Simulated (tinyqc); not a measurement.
What moves the results: temperature and isotope dependence of a band gap in oscillator models. A value that a table varies takes the place of the one given here.

E(T) = E0 - sum_i sl_i th_i n_i(T), n = 1/(exp(th/T) - 1). The same coupling lowers the gap at 0 K by the zero-point term ZP = sum_i sl_i th_i/2, so the gap of the static lattice is E0 + ZP. Thermal expansion is taken as part of the slopes.

Two-parameter forms are made to pass through the falls at the two temperatures T12: Varshni aV T^2/(T + bV), from the line T^2/fall = (T + bV)/aV; one oscillator s1 t1/(exp(t1/T) - 1), with t1 from the ratio of the falls.

Constants: kB = 8.617333262e-05 eV/K; hbar^2/2m0 = 3.80998211 eV angstrom^2.

Inputs chosen for the exercise (near those of GaN; the results hold for these values, not for the real material):

| symbol | value | unit | meaning |
|---|---|---|---|
| E0 | 3.52 | eV | gap at 0 K |
| th | (221, 743) | K | temperatures of two oscillators |
| sl | (0.1901, 0.3859) | meV/K | their high-temperature slopes |
| T12 | (440, 890) | K | temperatures of the fits |
| mm | 0.54 | m0 | geometric mean of the density-of-states masses |
| T | 200 | K | temperature |

## How far the fits carry

Falls of the gap from E0, and errors of the two fits against the model.

Results:

| T (K) | fall (meV) | Varshni - model (meV) | one oscillator - model (meV) | fall/ZP |
|---|---|---|---|---|
| 20 | 0.00 | 0.45 | 0.00 | 0.000 |
| 50 | 0.51 | 2.17 | -0.50 | 0.003 |
| 100 | 5.35 | 4.61 | -3.74 | 0.033 |
| 200 | 27.96 | 6.84 | -4.58 | 0.170 |
| 300 | 64.88 | 4.68 | -2.20 | 0.395 |
| 400 | 109.98 | 1.24 | -0.45 | 0.669 |
| 600 | 211.38 | -3.03 | 0.81 | 1.286 |
| 800 | 319.28 | -2.01 | 0.45 | 1.942 |

Below the first fit point the largest errors are +6.84 meV (Varshni, 200 K, on a fall of 27.96 meV) and -4.58 meV (one oscillator, 200 K); a T^2 law cannot freeze out; a single oscillator misses the soft modes. No row lies well beyond the second fit point, so the table does not test extrapolation to high T. The thermal fall equals ZP between 400 and 600 K.

## What the shift does to the intrinsic density

ni = 2 (mm kT/(4 pi c))^(3/2) exp(-E/2kT), c = hbar^2/2m0, with E(T) and with E0; 1 angstrom^-3 = 1e24 cm^-3. Apparent gap from an Arrhenius plot of ni/T^(3/2): E(T) - T dE/dT, dE/dT = -sum sl_i (th_i/T)^2 n_i (1 + n_i).

Results:

| T (K) | E(T) (eV) | ni (cm^-3) | ni with E(T) / ni with E0 | apparent gap (eV) |
|---|---|---|---|---|
| 200 | 3.4920 | 5.45e-26 | 2.251 | 3.5537 |
| 250 | 3.4750 | 7.14e-17 | 2.845 | 3.5680 |
| 300 | 3.4551 | 9.47e-11 | 3.507 | 3.5808 |
| 350 | 3.4333 | 2.40e-06 | 4.210 | 3.5917 |
| 400 | 3.4100 | 0.00505 | 4.930 | 3.6009 |
| 500 | 3.3606 | 248 | 6.361 | 3.6151 |
| 700 | 3.2552 | 6.79e+07 | 8.982 | 3.6333 |

Using E0 in place of E(T) understates ni by a factor that rises from 2.25 to 8.98, towards exp(sum sl/2kB) = 28.3. The slope of an Arrhenius plot returns neither E(T) nor E0 but the intercept of the tangent, 3.5808 eV at 300 K, which lies 61 meV above E0 and tends to the static gap 3.6844 eV.

## What each parameter does

Gap at T, slope -sum sl_i (th_i/T)^2 n_i (1 + n_i) and ZP. Each row changes one parameter from the base and keeps the others.

Results:

| case | E(T) (eV) | dE/dT (meV/K) | ZP (meV) |
|---|---|---|---|
| base | 3.4920 | -0.3082 | 164.37 |
| T = 240 K | 3.4786 | -0.3608 | 164.37 |
| E0 = 3.53 eV | 3.5020 | -0.3082 | 164.37 |
| th = (221, 891) K | 3.4952 | -0.2630 | 192.92 |
| sl = (0.2471, 0.3859) meV/K | 3.4858 | -0.3597 | 170.67 |

The largest shifts from the base row, up to three for each result and ties (the steps differ in size, so this ranks the rows, not the parameters). E(T) (eV): T -0.0134, E0 +0.0100, sl -0.0062. dE/dT (meV/K): T -0.0526, sl -0.0515, th +0.0452; unchanged at the printed digits by E0. ZP (meV): th +28.56, sl +6.30; unchanged at the printed digits by T and E0.

(tinyqc, `OMP_NUM_THREADS=1 python tinyqc.py 1850381 1850382 out.jsonl`, Intel(R) Xeon(R) Processor @ 2.30GHz, 1 thread, shared host, about 0.01 s.)
